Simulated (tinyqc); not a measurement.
Changing the test temperature T: electromigration in a confined line: Blech product, Korhonen stress evolution and Black's law. Computed by tinyqc, a small Python program. Command: `OMP_NUM_THREADS=1 python tinyqc.py 3018573 3018574 out.jsonl emigr sweep`. One thread of a shared host (Intel(R) Xeon(R) Processor @ 2.30GHz), about 0.01 s of CPU time with the checks.

The electron wind pushes atoms from the cathode (x = 0) to the anode (x = L); blocking ends build a back stress (tension positive). The input rho is taken not to change with temperature. d sigma/dt = d/dx [kappa (d sigma/dx + G)], with zero flux at both ends and sigma = sigma_0 at t = 0.

Inputs (values chosen for the exercise, close to those used for copper lines):

| quantity | value | unit |
|---|---|---|
| resistivity rho | 3.31 | micro-ohm cm |
| atomic volume Omega | 11.8 | angstrom^3 |
| effective charge number Z* | 1.3 | - |
| prefactor D0 | 2.7e-08 | m^2/s |
| activation energy E | 0.84 | eV |
| effective modulus B | 22 | GPa |
| critical stress sigma_c | 98 | MPa |
| initial stress sigma_0 | 39 | MPa |
| current density j | 0.79 | MA/cm^2 |
| line length L | 33 | um |
| use temperature T_u | 125 | C |
| use current density j_u | 1.4 | MA/cm^2 |
| current exponent n | 1 | - |

Start: thermal stress.

Constants: e = 1.602176634e-19 C; k_B = 8.617333262e-05 eV/K; k_B = 1.380649e-23 J/K.

Method:
- G = Z* e rho j/Omega; D = D0 exp(-E/(k_B T)); kappa = D B Omega/(k_B T); drift velocity of an unconfined line v = D Z* e rho j/(k_B T). SI: 1 micro-ohm cm = 1e-8 ohm m, 1 MA/cm^2 = 1e10 A/m^2.
- Temperatures in kelvin are T(C) + 273.15.
- At steady state sigma(x) = sigma_0 + G (L/2 - x). A void forms only if the cathode stress reaches sigma_c, that is if j L exceeds (j L)_c = 2 Omega (sigma_c - sigma_0)/(Z* e rho). Time scale tau = L^2/kappa.
- Median life t50 = A j^(-n) exp(E/(k_B T)); acceleration factor = t50(use)/t50(test) = (j/j_u)^n exp[(E/k_B)(1/T_u - 1/T)].

One run for each value:

| test temperature T (C) | tau (h) | drift velocity (nm/h) | acceleration factor | critical product (j L)_c (A/cm) |
|---|---|---|---|---|
| 150 | 2.5478e+03 | 8.9676e-02 | 2.3971e+00 | 2019.7 |
| 175 | 7.4642e+02 | 3.0609e-01 | 8.6654e+00 | 2019.7 |
| 200 | 2.4971e+02 | 9.1495e-01 | 2.7347e+01 | 2019.7 |
| 225 | 9.3491e+01 | 2.4438e+00 | 7.6902e+01 | 2019.7 |
| 250 | 3.8541e+01 | 5.9280e+00 | 1.9591e+02 | 2019.7 |
| 275 | 1.7264e+01 | 1.3234e+01 | 4.5826e+02 | 2019.7 |
| 300 | 8.3106e+00 | 2.7492e+01 | 9.9537e+02 | 2019.7 |
| 325 | 4.2605e+00 | 5.3625e+01 | 2.0263e+03 | 2019.7 |
| 350 | 2.3084e+00 | 9.8976e+01 | 3.8962e+03 | 2019.7 |

Describe and explain the trends.

Over the rows, tau (h) falls from 2550 to 2.31; drift velocity (nm/h) rises from 0.0897 to 99.0. With rho, Z* and sigma_c held fixed the critical product does not depend on temperature; only the clock does.
